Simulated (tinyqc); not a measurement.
Inside a calculation (part 1 of 2). Method: RHF in the sto-3g basis, for H6, spin multiplicity 1. Computed by tinyqc, a small Python program that keeps every step (integrals from PySCF). Settings: charge = 0, multiplicity = 1, basis = sto-3g, energy threshold = 1e-09, iteration cap = 81, orthogonalisation = canonical, start = Wolfsberg-Helmholz matrix, DIIS depth = 0, damping = 0.7, method = RHF. Command: `OMP_NUM_THREADS=1 python tinyqc.py 31850 31851 out.jsonl` (the two numbers bound the seeds that draw the settings). One thread of a shared host (Intel(R) Xeon(R) Processor @ 2.60GHz), about 0.06 s of CPU time with the checks. Later iterations appear only in the table of the cycle.

## One-electron integrals

Geometry (angstrom):

| atom | x | y | z |
|---|---|---|---|
| H | 0.000000 | 0.000000 | 0.000000 |
| H | 0.000000 | 0.000000 | 1.052000 |
| H | 0.000000 | 0.000000 | 2.945000 |
| H | 0.000000 | 0.000000 | 3.996000 |
| H | 0.000000 | 0.000000 | 5.890000 |
| H | 0.000000 | 0.000000 | 6.941000 |

Basis sto-3g: exponents (1/bohr^2) and contraction coefficients of normalised primitives:

| element | l (shell) | exponent | coefficient |
|---|---|---|---|
| H | s (1) | 3.425251 | 0.154329 |
| H | s (1) | 0.623914 | 0.535328 |
| H | s (1) | 0.168855 | 0.444635 |

Overlap, kinetic and nuclear-attraction integrals over the contracted functions; the nuclear repulsion is the sum of Za Zb / Rab.

nuclear repulsion = 3.41794027 hartree

overlap S:
```
          1H 1s     2H 1s     3H 1s     4H 1s     5H 1s     6H 1s
1H 1s  1.000000  0.466381  0.020498  0.001788  0.000006  0.000000
2H 1s  0.466381  1.000000  0.141744  0.020540  0.000176  0.000006
3H 1s  0.020498  0.141744  1.000000  0.466950  0.020498  0.001788
4H 1s  0.001788  0.020540  0.466950  1.000000  0.141518  0.020498
5H 1s  0.000006  0.000176  0.020498  0.141518  1.000000  0.466950
6H 1s  0.000000  0.000006  0.001788  0.020498  0.466950  1.000000
```

kinetic energy T (hartree):
```
           1H 1s      2H 1s      3H 1s      4H 1s      5H 1s      6H 1s
1H 1s   0.760032   0.093142  -0.007107  -0.001199  -0.000009   0.000000
2H 1s   0.093142   0.760032  -0.008428  -0.007116  -0.000174  -0.000009
3H 1s  -0.007107  -0.008428   0.760032   0.093470  -0.007107  -0.001199
4H 1s  -0.001199  -0.007116   0.093470   0.760032  -0.008447  -0.007107
5H 1s  -0.000009  -0.000174  -0.007107  -0.008447   0.760032   0.093470
6H 1s   0.000000  -0.000009  -0.001199  -0.007107   0.093470   0.760032
```

nuclear attraction V (hartree):
```
           1H 1s      2H 1s      3H 1s      4H 1s      5H 1s      6H 1s
1H 1s  -2.195230  -0.987234  -0.037855  -0.003195  -0.000011   0.000000
2H 1s  -0.987234  -2.375382  -0.273868  -0.039234  -0.000337  -0.000011
3H 1s  -0.037855  -0.273868  -2.488613  -1.078666  -0.039146  -0.003194
4H 1s  -0.003195  -0.039234  -1.078666  -2.488527  -0.273383  -0.037854
5H 1s  -0.000011  -0.000337  -0.039146  -0.273383  -2.375576  -0.988740
6H 1s   0.000000  -0.000011  -0.003194  -0.037854  -0.988740  -2.195662
```

core Hamiltonian H = T + V (hartree):
```
           1H 1s      2H 1s      3H 1s      4H 1s      5H 1s      6H 1s
1H 1s  -1.435198  -0.894092  -0.044962  -0.004394  -0.000019   0.000000
2H 1s  -0.894092  -1.615350  -0.282295  -0.046350  -0.000511  -0.000019
3H 1s  -0.044962  -0.282295  -1.728581  -0.985196  -0.046253  -0.004393
4H 1s  -0.004394  -0.046350  -0.985196  -1.728495  -0.281830  -0.044961
5H 1s  -0.000019  -0.000511  -0.046253  -0.281830  -1.615544  -0.895270
6H 1s   0.000000  -0.000019  -0.004393  -0.044961  -0.895270  -1.435630
```

## Two-electron integrals

Functions are numbered as in S; the eight-fold symmetry (ij|kl) = (ji|kl) = (kl|ij) leaves the list below.

Two-electron integrals (ij|kl) in chemists' order, unique and non-zero (hartree):
```
(11|11) 0.774606   (21|11) 0.285941   (21|21) 0.137487   (22|11) 0.461434
(22|21) 0.285941   (22|22) 0.774606   (31|11) 0.007459   (31|21) 0.004241
(31|22) 0.010832   (31|31) 0.000195   (32|11) 0.038739   (32|21) 0.023912
(32|22) 0.068286   (32|31) 0.001360   (32|32) 0.010548   (33|11) 0.179674
(33|21) 0.102870   (33|22) 0.278144   (33|31) 0.007459   (33|32) 0.068286
(33|33) 0.774606   (41|11) 0.000485   (41|21) 0.000289   (41|22) 0.000792
(41|31) 0.000016   (41|32) 0.000122   (41|33) 0.000791   (41|41) 1.44e-06
(42|11) 0.004467   (42|21) 0.002669   (42|22) 0.007476   (42|31) 0.000167
(42|32) 0.001363   (42|33) 0.010855   (42|41) 0.000016   (42|42) 0.000196
(43|11) 0.071521   (43|21) 0.039634   (43|22) 0.103015   (43|31) 0.002666
(43|32) 0.023947   (43|33) 0.286378   (43|41) 0.000290   (43|42) 0.004256
(43|43) 0.137857   (44|11) 0.132427   (44|21) 0.071445   (44|22) 0.179735
(44|31) 0.004459   (44|32) 0.038758   (44|33) 0.461747   (44|41) 0.000485
(44|42) 0.007476   (44|43) 0.286378   (44|44) 0.774606   (51|11) 1.02e-06
(51|21) 5.85e-07   (51|22) 1.57e-06   (51|31) 3.89e-08   (51|32) 3.34e-07
(51|33) 3.15e-06   (51|42) 5.23e-08   (51|43) 1.30e-06   (51|44) 2.38e-06
(52|11) 0.000027   (52|21) 0.000015   (52|22) 0.000039   (52|31) 9.73e-07
(52|32) 0.000008   (52|33) 0.000089   (52|41) 1.03e-07   (52|42) 1.44e-06
(52|43) 0.000043   (52|44) 0.000089   (52|52) 1.41e-08   (53|11) 0.002485
(53|21) 0.001325   (53|22) 0.003291   (53|31) 0.000080   (53|32) 0.000677
(53|33) 0.007459   (53|41) 0.000008   (53|42) 0.000123   (53|43) 0.004246
(53|44) 0.010831   (53|51) 3.89e-08   (53|52) 1.44e-06   (53|53) 0.000195
(54|11) 0.015251   (54|21) 0.007996   (54|22) 0.019454   (54|31) 0.000458
(54|32) 0.003749   (54|33) 0.038688   (54|41) 0.000047   (54|42) 0.000678
(54|43) 0.023903   (54|44) 0.068159   (54|51) 2.16e-07   (54|52) 0.000008
(54|53) 0.001358   (54|54) 0.010512   (55|11) 0.089843   (55|21) 0.046097
(55|22) 0.109379   (55|31) 0.002485   (55|32) 0.019483   (55|33) 0.179674
(55|41) 0.000246   (55|42) 0.003298   (55|43) 0.102972   (55|44) 0.278002
(55|51) 1.02e-06   (55|52) 0.000039   (55|53) 0.007459   (55|54) 0.068159
(55|55) 0.774606   (61|11) 1.48e-08   (61|21) 8.20e-09   (61|22) 2.12e-08
(61|33) 4.99e-08   (61|43) 2.39e-08   (61|44) 4.99e-08   (61|55) 2.12e-08
(62|11) 7.57e-07   (62|21) 4.09e-07   (62|22) 1.03e-06   (62|31) 2.53e-08
(62|32) 2.17e-07   (62|33) 2.38e-06   (62|42) 3.92e-08   (62|43) 1.31e-06
(62|44) 3.16e-06   (62|53) 5.24e-08   (62|54) 3.35e-07   (62|55) 1.58e-06
(63|11) 0.000193   (63|21) 0.000101   (63|22) 0.000246   (63|31) 0.000006
(63|32) 0.000047   (63|33) 0.000485   (63|41) 5.95e-07   (63|42) 0.000008
(63|43) 0.000290   (63|44) 0.000791   (63|52) 1.03e-07   (63|53) 0.000016
(63|54) 0.000122   (63|55) 0.000791   (63|63) 1.44e-06   (64|11) 0.001999
(64|21) 0.001036   (64|22) 0.002485   (64|31) 0.000057   (64|32) 0.000459
(64|33) 0.004459   (64|41) 0.000006   (64|42) 0.000080   (64|43) 0.002666
(64|44) 0.007459   (64|51) 2.52e-08   (64|52) 9.73e-07   (64|53) 0.000166
(64|54) 0.001358   (64|55) 0.010831   (64|62) 3.91e-08   (64|63) 0.000016
(64|64) 0.000195   (65|11) 0.038567   (65|21) 0.019629   (65|22) 0.046157
(65|31) 0.001037   (65|32) 0.008019   (65|33) 0.071521   (65|41) 0.000101
(65|42) 0.001330   (65|43) 0.039675   (65|44) 0.102972   (65|51) 4.08e-07
(65|52) 0.000015   (65|53) 0.002666   (65|54) 0.023903   (65|55) 0.286378
(65|61) 8.21e-09   (65|62) 5.88e-07   (65|63) 0.000290   (65|64) 0.004246
(65|65) 0.137857   (66|11) 0.076239   (66|21) 0.038523   (66|22) 0.089859
(66|31) 0.001999   (66|32) 0.015277   (66|33) 0.132427   (66|41) 0.000193
(66|42) 0.002490   (66|43) 0.071521   (66|44) 0.179674   (66|51) 7.55e-07
(66|52) 0.000027   (66|53) 0.004459   (66|54) 0.038688   (66|55) 0.461747
(66|61) 1.48e-08   (66|62) 1.03e-06   (66|63) 0.000485   (66|64) 0.007459
(66|65) 0.286378   (66|66) 0.774606
```

## Orthogonalisation

S = U s U^T; canonical form X = U s^(-1/2), so that X^T S X = 1. Each column of U has its largest component positive (the first on a tie).

eigenvalues of S: 0.455730  0.522857  0.600158  1.342328  1.476988  1.601939

X:
```
               1          2          3          4          5         6
1H 1s  -0.449919  -0.676496   0.524470  -0.348285  -0.405471  0.246990
2H 1s   0.555686   0.697201  -0.424895  -0.275695  -0.412195  0.299608
3H 1s  -0.763342  -0.107368  -0.617139   0.419626  -0.062155  0.401142
4H 1s   0.763598  -0.100268   0.617921   0.419970   0.059761  0.401186
5H 1s  -0.558633   0.697941   0.420856  -0.274084   0.412620  0.300320
6H 1s   0.453017  -0.678329  -0.520401  -0.346528   0.406267  0.247827
```

## Starting guess

The start is the generalised Wolfsberg-Helmholz matrix (K = 1.75) built on H; D = 2 C_occ C_occ^T.

D at the start:
```
           1H 1s      2H 1s      3H 1s      4H 1s      5H 1s      6H 1s
1H 1s   0.526934   0.659147  -0.022734  -0.147310   0.015083   0.039010
2H 1s   0.659147   0.839475   0.072233  -0.092186  -0.010652   0.015120
3H 1s  -0.022734   0.072233   0.694171   0.662467  -0.091874  -0.146984
4H 1s  -0.147310  -0.092186   0.662467   0.694189   0.072032  -0.022757
5H 1s   0.015083  -0.010652  -0.091874   0.072032   0.838821   0.658998
6H 1s   0.039010   0.015120  -0.146984  -0.022757   0.658998   0.527079
```

## Iteration 1: building the Fock matrix

J_ij = sum D_kl (ij|kl), K_ij = sum D_kl (ik|jl); F = H + J - 0.5 K; E = tr D H + tr D J / 2 - 0.25 tr D K + E_nn.

Coulomb J (hartree):
```
          1H 1s     2H 1s     3H 1s     4H 1s     5H 1s     6H 1s
1H 1s  1.656158  0.833837  0.035124  0.003031  0.000010  0.000000
2H 1s  0.833837  1.934420  0.251815  0.036561  0.000315  0.000010
3H 1s  0.035124  0.251815  2.027389  0.937951  0.036479  0.003030
4H 1s  0.003031  0.036561  0.937951  2.027278  0.251370  0.035122
5H 1s  0.000010  0.000315  0.036479  0.251370  1.934395  0.835013
6H 1s  0.000000  0.000010  0.003030  0.035122  0.835013  1.656724
```

exchange K (hartree):
```
           1H 1s      2H 1s      3H 1s      4H 1s      5H 1s      6H 1s
1H 1s   0.900773   0.787150   0.049264  -0.013692  -0.000215   0.003204
2H 1s   0.787150   1.115539   0.158799   0.038177  -0.000937  -0.000213
3H 1s   0.049264   0.158799   1.027176   0.793021   0.038107  -0.013649
4H 1s  -0.013692   0.038177   0.793021   1.027122   0.158469   0.049220
5H 1s  -0.000215  -0.000937   0.038107   0.158469   1.115670   0.787956
6H 1s   0.003204  -0.000213  -0.013649   0.049220   0.787956   0.901594
```

Fock matrix F (hartree):
```
           1H 1s      2H 1s      3H 1s      4H 1s      5H 1s      6H 1s
1H 1s  -0.229426  -0.453830  -0.034470   0.005483   0.000098  -0.001602
2H 1s  -0.453830  -0.238700  -0.109879  -0.028878   0.000273   0.000097
3H 1s  -0.034470  -0.109879  -0.214779  -0.443756  -0.028827   0.005461
4H 1s   0.005483  -0.028878  -0.443756  -0.214778  -0.109695  -0.034449
5H 1s   0.000098   0.000273  -0.028827  -0.109695  -0.238984  -0.454235
6H 1s  -0.001602   0.000097   0.005461  -0.034449  -0.454235  -0.229703
```

total energy of this density = -3.12844023 hartree

This density is the starting one.

## Iteration 1: diagonalisation and new density

Diagonalise F' = X^T F X, C = X C', fill 3 alpha and 3 beta electrons from the bottom; D = 2 C_occ C_occ^T; the new density keeps 0.7 of the old one (damping). Each column has its largest component positive (the first on a tie).

F' = X^T F X (hartree):
```
           1          2          3          4          5          6
1   0.565136   0.000146   0.011370  -0.000005   0.011524   0.000008
2   0.000146   0.431496  -0.000011   0.016331   0.000000   0.008580
3   0.011370  -0.000011   0.332988  -0.000055   0.007446  -0.000034
4  -0.000005   0.016331  -0.000055  -0.416457   0.000010   0.011348
5   0.011524   0.000000   0.007446   0.000010  -0.470888  -0.000070
6   0.000008   0.008580  -0.000034   0.011348  -0.000070  -0.496185
```

orbital energies (hartree): MO1 -0.497811, MO2 -0.471082, MO3 -0.415229, MO4 0.332491, MO5 0.431893, MO6 0.565828

coefficients C:
```
            MO1        MO2        MO3        MO4        MO5        MO6
1H 1s  0.295822   0.406026  -0.297300   0.542382  -0.680384  -0.428953
2H 1s  0.328690   0.415273  -0.246427  -0.455104   0.694053   0.530136
3H 1s  0.340526   0.049029   0.472566  -0.579383  -0.094440  -0.793510
4H 1s  0.340752  -0.044804   0.472875   0.580000  -0.089278   0.793573
5H 1s  0.331399  -0.414034  -0.244673   0.451505   0.695803  -0.531759
6H 1s  0.298530  -0.405186  -0.295468  -0.538700  -0.682899   0.430788
```

D after iteration 1:
```
           1H 1s      2H 1s      3H 1s      4H 1s      5H 1s      6H 1s
1H 1s   0.573307   0.664868  -0.027825  -0.137902   0.012159   0.034290
2H 1s   0.664868   0.792361   0.060064  -0.078410  -0.009085   0.012187
3H 1s  -0.027825   0.060064   0.690928   0.666108  -0.078156  -0.137591
4H 1s  -0.137902  -0.078410   0.666108   0.690970   0.059888  -0.027834
5H 1s   0.012159  -0.009085  -0.078156   0.059888   0.791843   0.664690
6H 1s   0.034290   0.012187  -0.137591  -0.027834   0.664690   0.573313
```

## Iteration 2: building the Fock matrix

As before.

Coulomb J (hartree):
```
          1H 1s     2H 1s     3H 1s     4H 1s     5H 1s     6H 1s
1H 1s  1.671660  0.834050  0.034937  0.003012  0.000010  0.000000
2H 1s  0.834050  1.919452  0.250072  0.036350  0.000314  0.000010
3H 1s  0.034937  0.250072  2.018183  0.933969  0.036269  0.003012
4H 1s  0.003012  0.036350  0.933969  2.018091  0.249634  0.034935
5H 1s  0.000010  0.000314  0.036269  0.249634  1.919478  0.835222
6H 1s  0.000000  0.000010  0.003012  0.034935  0.835222  1.672159
```

exchange K (hartree):
```
           1H 1s      2H 1s      3H 1s      4H 1s      5H 1s      6H 1s
1H 1s   0.933325   0.789811   0.047748  -0.012417  -0.000379   0.002711
2H 1s   0.789811   1.087018   0.153646   0.039633  -0.000530  -0.000377
3H 1s   0.047748   0.153646   1.024906   0.793624   0.039556  -0.012378
4H 1s  -0.012417   0.039633   0.793624   1.024874   0.153335   0.047707
5H 1s  -0.000379  -0.000530   0.039556   0.153335   1.087247   0.790605
6H 1s   0.002711  -0.000377  -0.012378   0.047707   0.790605   0.934030
```

Fock matrix F (hartree):
```
           1H 1s      2H 1s      3H 1s      4H 1s      5H 1s      6H 1s
1H 1s  -0.230200  -0.454948  -0.033900   0.004827   0.000180  -0.001356
2H 1s  -0.454948  -0.239407  -0.109047  -0.029816   0.000068   0.000179
3H 1s  -0.033900  -0.109047  -0.222851  -0.448039  -0.029762   0.004807
4H 1s   0.004827  -0.029816  -0.448039  -0.222841  -0.108864  -0.033879
5H 1s   0.000180   0.000068  -0.029762  -0.108864  -0.239690  -0.455351
6H 1s  -0.001356   0.000179   0.004807  -0.033879  -0.455351  -0.230486
```

total energy of this density = -3.13483245 hartree

This density is a damped mixture and is not idempotent.

## Iteration 2: diagonalisation and new density

As before.

F' = X^T F X (hartree):
```
          1          2          3          4          5          6
1  0.559883   0.000122   0.006996   0.000002   0.012942   0.000008
2  0.000122   0.431817  -0.000034   0.017598   0.000007   0.009467
3  0.006996  -0.000034   0.330688  -0.000055   0.009054  -0.000034
4  0.000002   0.017598  -0.000055  -0.421375   0.000023   0.007789
5  0.012942   0.000007   0.009054   0.000023  -0.471928  -0.000060
6  0.000008   0.009467  -0.000034   0.007789  -0.000060  -0.500780
```

orbital energies (hartree): MO1 -0.501601, MO2 -0.472190, MO3 -0.421016, MO4 0.330568, MO5 0.432279, MO6 0.560266

coefficients C:
```
            MO1        MO2        MO3        MO4        MO5        MO6
1H 1s  0.283692   0.406146  -0.308762   0.533562  -0.680770  -0.439260
2H 1s  0.317716   0.414897  -0.261265  -0.446113   0.694059   0.537598
3H 1s  0.360306   0.046647   0.457861  -0.593817  -0.093548  -0.782904
4H 1s  0.360478  -0.042430   0.458176   0.594402  -0.088374   0.782984
5H 1s  0.320030  -0.414242  -0.259264   0.442722   0.695520  -0.539348
6H 1s  0.286024  -0.405889  -0.306698  -0.530079  -0.682976   0.441209
```

D after iteration 2:
```
           1H 1s      2H 1s      3H 1s      4H 1s      5H 1s      6H 1s
1H 1s   0.605777   0.668994  -0.031603  -0.130393   0.010070   0.030596
2H 1s   0.668994   0.759458   0.050568  -0.068555  -0.007831   0.010092
3H 1s  -0.031603   0.050568   0.688630   0.668887  -0.068342  -0.130095
4H 1s  -0.130393  -0.068555   0.668887   0.688681   0.050413  -0.031601
5H 1s   0.010070  -0.007831  -0.068342   0.050413   0.759030   0.668796
6H 1s   0.030596   0.010092  -0.130095  -0.031601   0.668796   0.605691
```

## Iteration 3: building the Fock matrix

As before.

Coulomb J (hartree):
```
          1H 1s     2H 1s     3H 1s     4H 1s     5H 1s     6H 1s
1H 1s  1.682558  0.834216  0.034806  0.002999  0.000010  0.000000
2H 1s  0.834216  1.908990  0.248846  0.036202  0.000313  0.000010
3H 1s  0.034806  0.248846  2.011707  0.931172  0.036122  0.002999
4H 1s  0.002999  0.036202  0.931172  2.011626  0.248414  0.034804
5H 1s  0.000010  0.000313  0.036122  0.248414  1.909049  0.835384
6H 1s  0.000000  0.000010  0.002999  0.034804  0.835384  1.683009
```

exchange K (hartree):
```
           1H 1s      2H 1s      3H 1s      4H 1s      5H 1s      6H 1s
1H 1s   0.956188   0.791734   0.046629  -0.011440  -0.000491   0.002340
2H 1s   0.791734   1.067048   0.149810   0.040658  -0.000222  -0.000490
3H 1s   0.046629   0.149810   1.023297   0.794124   0.040577  -0.011404
4H 1s  -0.011440   0.040658   0.794124   1.023275   0.149512   0.046589
5H 1s  -0.000491  -0.000222   0.040577   0.149512   1.067343   0.792518
6H 1s   0.002340  -0.000490  -0.011404   0.046589   0.792518   0.956814
```

Fock matrix F (hartree):
```
           1H 1s      2H 1s      3H 1s      4H 1s      5H 1s      6H 1s
1H 1s  -0.230734  -0.455743  -0.033471   0.004325   0.000236  -0.001170
2H 1s  -0.455743  -0.239884  -0.108354  -0.030476  -0.000087   0.000235
3H 1s  -0.033471  -0.108354  -0.228522  -0.451086  -0.030419   0.004307
4H 1s   0.004325  -0.030476  -0.451086  -0.228507  -0.108173  -0.033451
5H 1s   0.000236  -0.000087  -0.030419  -0.108173  -0.240166  -0.456145
6H 1s  -0.001170   0.000235   0.004307  -0.033451  -0.456145  -0.231027
```

total energy of this density = -3.13940319 hartree

This density is a damped mixture and is not idempotent.

## Iteration 3: diagonalisation and new density

As before.

F' = X^T F X (hartree):
```
          1          2          3          4          5          6
1  0.556171   0.000105   0.003916   0.000007   0.014035   0.000008
2  0.000105   0.432058  -0.000050   0.018574   0.000013   0.010152
3  0.003916  -0.000050   0.329144  -0.000054   0.010290  -0.000034
4  0.000007   0.018574  -0.000054  -0.424882   0.000032   0.005279
5  0.014035   0.000013   0.010290   0.000032  -0.472637  -0.000052
6  0.000008   0.010152  -0.000034   0.005279  -0.000052  -0.503975
```

orbital energies (hartree): MO1 -0.504410, MO2 -0.472959, MO3 -0.424961, MO4 0.329202, MO5 0.432573, MO6 0.556435

coefficients C:
```
            MO1        MO2        MO3        MO4        MO5        MO6
1H 1s  0.274548   0.406255  -0.316796   0.527041  -0.681056  -0.446616
2H 1s  0.309238   0.414632  -0.271838  -0.439600   0.694053   0.542849
3H 1s  0.374370   0.044807   0.446589  -0.604103  -0.092862  -0.775098
4H 1s  0.374508  -0.040581   0.446908   0.604665  -0.087683   0.775191
5H 1s  0.311303  -0.414384  -0.269639   0.436355   0.695310  -0.544692
6H 1s  0.276645  -0.406402  -0.314545  -0.523697  -0.683042   0.448648
```

D after iteration 3:
```
           1H 1s      2H 1s      3H 1s      4H 1s      5H 1s      6H 1s
1H 1s   0.628512   0.671974  -0.034417  -0.124422   0.008574   0.027715
2H 1s   0.671974   0.736487   0.043167  -0.061489  -0.006833   0.008593
3H 1s  -0.034417   0.043167   0.687002   0.671003  -0.061305  -0.124135
4H 1s  -0.124422  -0.061489   0.671003   0.687054   0.043027  -0.034405
5H 1s   0.008574  -0.006833  -0.061305   0.043027   0.736119   0.671762
6H 1s   0.027715   0.008593  -0.124135  -0.034405   0.671762   0.628364
```
